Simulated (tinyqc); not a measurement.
Ion-assisted plasma etching: sheath, surface coverage, synergy and aspect-ratio dependence: one step, computed by the program tinyqc. Command: `OMP_NUM_THREADS=1 python tinyqc.py 3028457 3028458 out.jsonl etch walk`. One thread of a shared host (Intel(R) Xeon(R) Processor @ 2.30GHz), about 0.07 s of CPU time with the checks.

Radicals adsorb on bare sites; ions remove covered sites with a high yield and bare sites by sputtering; a slow spontaneous reaction acts everywhere, walls included.

Question. Fluxes. Bohm speed u_B = sqrt(e T_e/M_i); ion flux G_i = 0.61 n_e u_B; radical flux G_n = n c/4 with c = sqrt(8 k_B T_g/(pi M_n)).

Inputs (values chosen for the exercise, close to those used for silicon in a halogen plasma):
```
quantity                    value    unit
plasma density n_e        8.5e+09  1/cm^3
electron temperature T_e      4.1      eV
ion mass M_i                   71       u
radical density n         1.8e+13  1/cm^3
radical mass M_n             35.5       u
gas temperature T_g           350       K
```

Feature: round hole.

Constants: e = 1.602176634e-19 C; u = 1.6605390666e-27 kg; k_B = 1.380649e-23 J/K.

Give: Bohm speed; ion flux G_i; radical speed c; radical flux G_n; flux ratio G_n/G_i.

Answer.

Bohm speed = 2.3604e+05 cm/s

ion flux G_i = 1.2239e+15 1/(cm^2 s)

radical speed c = 45689 cm/s

radical flux G_n = 2.0560e+17 1/(cm^2 s)

flux ratio G_n/G_i = 167.99
